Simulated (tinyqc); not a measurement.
Capacitance measurement on a leaky thin oxide: effects of series resistance and leakage: one step of the calculation.

The device is a capacitance C in parallel with a leakage conductance G, in series with Rs and Ls. An impedance meter reports either a parallel pair (Cp, Gp) from Y = 1/Z = Gp + i w Cp or a series pair (Cs, Rm) from Z = Rm + 1/(i w Cs); w = 2 pi f, dissipation D = Gp/(w |Cp|).

Problem. True capacitance and conductance. EOT = 3.9 tox/eox; CET = EOT + zc + zp; C = 3.9 eps0 A/CET; G = Jg A/Vs.

Inputs (values chosen for the exercise); values of the order met in thin-oxide MOS capacitors:
- eox = 3.9 (relative permittivity of the gate insulator (close to silicon dioxide))
- tox = 3 nm (insulator thickness)
- A = 10000 um^2 (gate area)
- zc = 0.33 nm (oxide-equivalent thickness added by the accumulation layer)
- zp = 0 nm (oxide-equivalent thickness added by gate depletion)
- Jg = 0.00014 A/cm^2 (gate leakage current density, not matched to the thickness)
- Vs = 0.28 V (voltage for an e-fold rise of the leakage)

Constants: eps0 = 8.8541878128e-14 F/cm where lengths are in cm. Results are converted to the units shown.

Wanted: EOT; CET; C; G.

Solution.

EOT = 3.0000 nm
CET = 3.3300 nm
C = 103.70 pF
G = 0.050000 uS

Computed by the program tinyqc: `OMP_NUM_THREADS=1 python tinyqc.py 2022091 2022092 out.jsonl`, one thread of a shared Intel Xeon 2.30GHz, about 0.01 s for the whole run.
